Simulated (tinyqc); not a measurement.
Mobility of a non-polar semiconductor in the relaxation-time approximation. From acoustic mobility back to temperature T. Computed by tinyqc, a small Python program. Command: `OMP_NUM_THREADS=1 python tinyqc.py 3007748 3007749 out.jsonl rta inv`. One thread of a shared host (Intel(R) Xeon(R) Processor @ 2.30GHz), about 0.02 s of CPU time with the checks.

Each valley is treated as a sphere of mass m_d for states and rates, with one isotropic relaxation time; the conductivity mass m_c sets the current.

Inputs (values chosen for the exercise, modelled on electrons in silicon):
```
quantity,value,unit
longitudinal mass m_l,0.895,m_0
transverse mass m_t,0.189,m_0
equivalent valleys Z,6,-
non-parabolicity alpha,0.47,1/eV
static permittivity eps_s,11.7,-
density rho,2329,kg/m^3
sound velocity v_l,8940,m/s
acoustic deformation potential D_A,10,eV
phonon energy hbar w,60.4,meV
optical or intervalley deformation potential D_o,5.7,1e8 eV/cm
final valleys Z_f,5,-
carrier density n,6.5e+18,1/cm^3
compensation ratio C,0,-
neutral impurity density N_n,1.6e+16,1/cm^3
```

Band: Kane. Impurity formula: Conwell-Weisskopf. Further scattering: neutral impurities.

Constants: k_B = 8.617333262e-05 eV/K; m_0 = 9.1093837015e-31 kg; e = 1.602176634e-19 C; hbar = 1.054571817e-34 J s; eps_0 = 8.8541878128e-12 F/m; k_B = 1.380649e-23 J/K; hbar = 6.582119569e-16 eV s.

Method:
- m_d = (m_l m_t^2)^(1/3); 1/m_c = (1/m_l + 2/m_t)/3; Hall mass factor A = 3 K_m (K_m + 2)/(2 K_m + 1)^2, K_m = m_l/m_t; N_I = n (1 + C)/(1 - C).
- Kane band: hbar^2 k^2/(2 m) = E (1 + alpha E), speed v = hbar k/(m (1 + 2 alpha E)), states per spin, volume and energy g(E) = m k (1 + 2 alpha E)/(2 pi^2 hbar^2); overlap factors are set to 1. Here m = m_d. Masses are multiplied by m_0 and all formulas are in SI units.
- The reduced Fermi level eta = E_F/(k_B T) solves n = 2 Z int g f dE with f = 1/(1 + exp(x - eta)) (Z = 1 unless valleys are given); screening length L_s = sqrt(eps_s eps_0 k_B T/(e^2 dn/deta)), dn/deta = 2 Z int g f (1 - f) dE.
- Integrals over x = E/(k_B T) use 160 Gauss-Legendre points in u = sqrt(x) from 0 to sqrt(max(eta, 0) + 32).
- Phonon occupation N_q = 1/(exp(hbar w/(k_B T)) - 1).
- Acoustic deformation potential (elastic, equipartition, absorption and emission together): 1/tau = 2 pi k_B T D_A^2 g(E)/(hbar rho v_l^2).
- Optical or intervalley deformation potential: 1/tau = (pi Z_f D_o^2/(rho w)) [N_q g(E + hbar w) + (N_q + 1) g(E - hbar w)], with g = 0 below the band edge.
- Each optical term is multiplied by (1 - f(E'))/(1 - f(E)), E' the final energy, for Pauli blocking.
- Singly charged impurities, momentum relaxation: 1/tau = N_I e^4 m (1 + 2 alpha E) Phi/(8 pi (eps_s eps_0)^2 hbar^3 k^3), with alpha = 0 for a parabolic band.
- Conwell-Weisskopf: Phi = ln(1 + y^2), y = 4 pi eps_s eps_0 E N_I^(-1/3)/e^2 (largest impact parameter N_I^(-1/3)/2).
- Neutral impurities (Erginsoy): 1/tau = 20 N_n a_B hbar/m, a_B = 4 pi eps_s eps_0 hbar^2/(m e^2).
- mu = (m_d/m_c) (2 Z e/(3 n k_B T)) int g v^2 tau f (1 - f) dE.
- Averages over x are split at the emission threshold x_0 = hbar w/(k_B T): 64 Gauss-Legendre points in sqrt(x) below it and 128 in sqrt(x - x_0) above it, up to x = max(eta, 0) + 32.

Task: A run gave the result below. Find the temperature T, known to lie between 250 and 360 K.

acoustic mobility = 2460.847 cm^2/(V s)

Result:

Each step takes the trial c = (a f_b - b f_a)/(f_b - f_a), f being the result less the target and a, b, c the logarithms of the listed values; c replaces end b, the old b replaces a if the sign of f changed, and otherwise f_a is halved.

Scan of the range:
```
temperature T (K),acoustic mobility (cm^2/(V s))
250,2823.10
266,2567.07
282,2345.86
300,2130.92
319,1935.83
339,1759.13
360,1599.34
```

False position (Illinois rule, in the logarithm of the input) inside the bracket:
```
step,end a,end b,trial,acoustic mobility (cm^2/(V s))
1,266.000,282.000,273.566,2458.54
2,266.000,273.566,273.247,2462.97
3,273.566,273.247,273.400,2460.85
4,273.247,273.400,273.400,2460.85
```

Acoustic mobility falls at every point of a 13-point scan of the range (every second point is shown), so one value fits; it is bracketed by 266 and 282. Answer: temperature T = 273.4 K.
